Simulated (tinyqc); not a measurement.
Valley-orbit splitting of a donor ground state, with strain: one step, computed by the program tinyqc. Command: `OMP_NUM_THREADS=1 python tinyqc.py 3010566 3010567 out.jsonl valleyorbit walk`. One thread of a shared host (Intel(R) Xeon(R) Processor @ 2.30GHz), about 0.01 s of CPU time with the checks.

The basis is the 1s envelope in each valley; energies are counted from the unstrained conduction-band edge. The strain is e_s (a a^T - 1/3) for the unit stress axis a, so valley j along n_j moves by Xi_u e_s w_j with w_j = (n_j.a)^2 - 1/3: +1/6 for x and y, -1/3 for z. The splitting at the zone boundary that a [110] shear adds for <100> valleys is left out.

Task: Levels without strain. By symmetry: E(A1) = E_0 + Lambda + 4 Delta_1 + Delta_2 (one state), E(T2) = E_0 + Lambda - Delta_2 (three), E(E) = E_0 + Lambda - 2 Delta_1 + Delta_2 (two), as binding energies.

Inputs (values chosen for the exercise, modelled on donors in silicon):

| quantity | value | unit |
|---|---|---|
| single-valley binding energy E_0 | 31.8 | meV |
| central-cell shift Lambda | 5.94 | meV |
| coupling Delta_1 | 4.17 | meV |
| coupling Delta_2 | 2.67 | meV |

Valleys: six along <100>. Stress axis: [110].

Give: E(A1); E(T2); E(E).

Result:

E(A1) = 57.09 meV

E(T2) = 35.07 meV

E(E) = 32.07 meV

Only A1 has all valley amplitudes in phase, so only it has weight at the nucleus. Of the upper states T2 is bound more strongly, because Delta_1 is larger than Delta_2.
